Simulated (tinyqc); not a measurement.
Spectral response: phonon-assisted absorption at an indirect gap.

alpha(E) = sum_j A_j [N_j (E - Eg + w_j)^2 + (N_j + 1)(E - Eg - w_j)^2], each bracket counted only where its base is positive; N_j = 1/(exp(w_j/kB T) - 1). The first term absorbs a phonon and the second emits one; excitons and direct transitions are left out.

Photodiode (Gaertner form with a dead layer): QE = (1 - R) exp(-alpha xj) [1 - exp(-alpha W)/(1 + alpha L)], R = ((nr - 1)/(nr + 1))^2; responsivity = QE/E in A/W for E in eV.

Constants: kB = 8.617333262e-05 eV/K.

Inputs chosen for the exercise (loosely those of Si at room temperature; Eg is not tied to T; not measured data): Eg = 1.127 eV (indirect gap, held fixed unless listed); w = (58.2, 19.1) meV (two zone-edge phonons); A = (3100, 730) 1/(cm eV^2) (their strengths); T = 300 K; nr = 3.6 (refractive index); xj = 0.58 micrometre (dead layer at the surface); W = 0.78 micrometre (depleted width); L = 10 micrometre (minority diffusion length below it).

Response:

| E (eV) | wavelength (nm) | alpha (1/cm) | 1/alpha (micrometre) | dead layer | collected | QE | A/W |
|---|---|---|---|---|---|---|---|
| 1.15 | 1078 | 3.61 | 2.77e+03 | 1.000 | 0.004 | 0.003 | 0.002 |
| 1.19 | 1042 | 12.6 | 792 | 0.999 | 0.013 | 0.009 | 0.008 |
| 1.25 | 992 | 55.1 | 182 | 0.997 | 0.056 | 0.038 | 0.031 |
| 1.33 | 932 | 178 | 56.3 | 0.990 | 0.163 | 0.110 | 0.082 |
| 1.43 | 867 | 437 | 22.9 | 0.975 | 0.327 | 0.217 | 0.152 |
| 1.58 | 785 | 1.05e+03 | 9.55 | 0.941 | 0.550 | 0.352 | 0.223 |
| 1.78 | 697 | 2.27e+03 | 4.40 | 0.876 | 0.744 | 0.444 | 0.249 |
| 2.03 | 611 | 4.47e+03 | 2.24 | 0.772 | 0.871 | 0.457 | 0.225 |
| 2.33 | 532 | 8.08e+03 | 1.24 | 0.626 | 0.941 | 0.401 | 0.172 |
| 2.73 | 454 | 1.45e+04 | 0.688 | 0.430 | 0.979 | 0.287 | 0.105 |

What can be read from this table?

QE is highest, 0.457, at 2.03 eV of those listed and the responsivity at 1.78 eV; reflection alone caps QE at 0.681. Near the gap weak absorption limits it (collected share 0.004); at the top the dead layer passes 0.430. Far above the gap the quadratic law and a constant index are only rough.

(tinyqc, `OMP_NUM_THREADS=1 python tinyqc.py 1650623 1650624 out.jsonl`, Intel(R) Xeon(R) Processor @ 2.30GHz, 1 thread, shared host, about 0.01 s.)
